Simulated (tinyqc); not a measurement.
Along the matched line: quaternary alloy A(x)B(1-x)C(y)D(1-y) matched to a substrate.

Q(x,y) = x y Q_AC + x (1 - y) Q_AD + (1 - x) y Q_BC + (1 - x)(1 - y) Q_BD for the lattice constant. Gap, rule 1: Q(x,y) - x (1 - x)[y C_ABC + (1 - y) C_ABD] - y (1 - y)[x C_ACD + (1 - x) C_BCD]. Rule 2 (mean of ternaries): {x (1 - x)[y T_ABC(x) + (1 - y) T_ABD(x)] + y (1 - y)[x T_ACD(y) + (1 - x) T_BCD(y)]}/{x (1 - x) + y (1 - y)}, T_ABC(x) = x E_AC + (1 - x) E_BC - C_ABC x (1 - x), T_ACD(y) = y E_AC + (1 - y) E_AD - C_ACD y (1 - y), and alike. Only the Gamma valley is followed.

Matching a(x,y) = a_s gives x = (a_s - y a_BC - (1 - y) a_BD)/(y (a_AC - a_BC) + (1 - y)(a_AD - a_BD)).
Constants: hc = 1239.841984 eV nm.

Inputs chosen for the exercise (AC, AD, BC, BD near GaAs, GaP, InAs and InP; substrate near GaAs; shifted at random, so the results belong to these values and not to a real crystal): a = (5.648, 5.444, 6.058, 5.866) angstrom (lattice constants of AC, AD, BC, BD); Eg = (1.524, 2.903, 0.413, 1.409) eV (gaps at Gamma of AC, AD, BC, BD); Cb = (0.52, 0.59, 0.167, 0.086) eV (bowing of ABC, ABD, ACD, BCD); a_s = 5.648 angstrom (substrate).

x follows from y.

Results:
```
y,x,bilinear (eV),rule 1 (eV),rule 2 (eV),wavelength 1 (nm),wavelength 2 (nm)
0.01,0.5213,2.1758,2.0275,2.0343,612,609
0.13,0.5779,2.1141,1.9574,2.0125,633,616
0.25,0.6348,2.0477,1.8892,1.9628,656,632
0.37,0.6922,1.9766,1.8233,1.9019,680,652
0.49,0.7500,1.9007,1.7598,1.8351,705,676
0.61,0.8081,1.8200,1.6991,1.7647,730,703
0.73,0.8667,1.7345,1.6414,1.6920,755,733
0.85,0.9257,1.6440,1.5870,1.6179,781,766
0.97,0.9851,1.5486,1.5361,1.5429,807,804
```

The matched alloys span 1.536 to 2.028 eV by rule 1, monotonically in y. Along the line dx/dy is +0.472 between the first two rows and +0.495 between the last two. In energy the two rules differ most at y = 0.37, by 79 meV (28 nm there), which measures how far the ternary data leave the interior open. Miscibility gaps are not considered.

Program tinyqc; command `OMP_NUM_THREADS=1 python tinyqc.py 1051412 1051413 out.jsonl`; about 0.01 s on one thread of a shared Intel(R) Xeon(R) Processor @ 2.30GHz.
